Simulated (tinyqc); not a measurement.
# Changing the Luttinger gamma_3

Model: shallow acceptor in the spherical model (Baldereschi-Lipari), strong spin-orbit limit. Computed by tinyqc, a small Python program. Command: `OMP_NUM_THREADS=1 python tinyqc.py 3019976 3019977 out.jsonl acceptor sweep`. One thread of a shared host (Intel(R) Xeon(R) Processor @ 2.30GHz), about 0.03 s of CPU time with the checks.

The 1S(3/2) state has an s envelope f(r) and a d envelope g(r). In effective units they obey -(f'' + 2f'/r + 2f/r) + mu (g'' + 5g'/r + 3g/r^2) = E f and -(g'' + 2g'/r - 6g/r^2 + 2g/r) + mu (f'' - f'/r) = E g. The cubic term, the split-off band and the central cell are left out.

Inputs (values chosen for the exercise, modelled on InAs): Luttinger gamma_1 = 20.2; Luttinger gamma_2 = 8.82; dielectric constant eps = 14.2.

Constants: Ry = 13.605693123 eV; a_0 = 0.529177210903 angstrom.

Method:
- Ry* = Ry/(gamma_1 eps^2), a* = a_0 eps gamma_1, mu = (6 gamma_3 + 4 gamma_2)/(5 gamma_1), delta = (gamma_3 - gamma_2)/gamma_1; spherical masses 1/(gamma_1 (1 - mu)) (heavy) and 1/(gamma_1 (1 + mu)) (light).
- Basis: f_i = exp(-zeta_i r), g_i = r exp(-zeta_i r), weight r^2 dr, s = zeta_i + zeta_j. S_ff = 2/s^3, H_ff = zeta_i zeta_j S_ff - 2/s^2; S_gg = 24/s^5, H_gg = 8/s^3 + 24 zeta_i zeta_j/s^5 - 12/s^4; H(f_i, g_j) = mu (6 zeta_i^2/s^4 + 2 zeta_i/s^3); S_fg = 0. Each function is normalised by sqrt(S_ii).
- Large basis: zeta_i = 0.08 x 1.55^(i-1), i = 1..20 in each channel; overlap eigenvalues below 1e-11 are dropped.
- Binding energies are -E Ry*; the mass that fits is E(1S) eps^2/Ry.

One run for each value; columns: (1) Luttinger gamma_3; (2) 1S(3/2) binding energy (meV); (3) d weight of 1S(3/2); (4) heavy-hole mass (m_0); (5) mu; (6) 2S(3/2) binding energy (meV):
```
(1)      (2)      (3)      (4)      (5)     (6)
2.80   4.424  0.11705  0.10221  0.51564  1.2237
3.66   4.754  0.14257  0.11426  0.56673  1.3355
4.51   5.178  0.17064  0.12933  0.61723  1.4764
5.36   5.740  0.20167  0.14899  0.66772  1.6608
6.21   6.513  0.23583  0.17569  0.71822  1.9114
7.06   7.635  0.27330  0.21404  0.76871  2.2706
7.91   9.394  0.31432  0.27382  0.81921  2.8283
8.76  12.526  0.35920  0.37994  0.86970  3.8130
9.61  19.630  0.40846  0.62035  0.92020  6.0304
```

What does the table show?

Over the rows, 1S(3/2) binding energy (meV) rises from 4.42 to 19.6 (exponent d ln y / d ln x 0.27 between the first rows and 4.9 between the last); d weight of 1S(3/2) rises from 0.117 to 0.408 (exponent d ln y / d ln x 0.74 between the first rows and 1.4 between the last); heavy-hole mass (m_0) rises from 0.102 to 0.620 (exponent d ln y / d ln x 0.42 between the first rows and 5.3 between the last).

Caution (rows 2.80, 3.66, 4.51, 5.36): gamma_3 and gamma_2 differ by more than 0.17 gamma_1: band warping, left out here, adds several per cent to the binding.
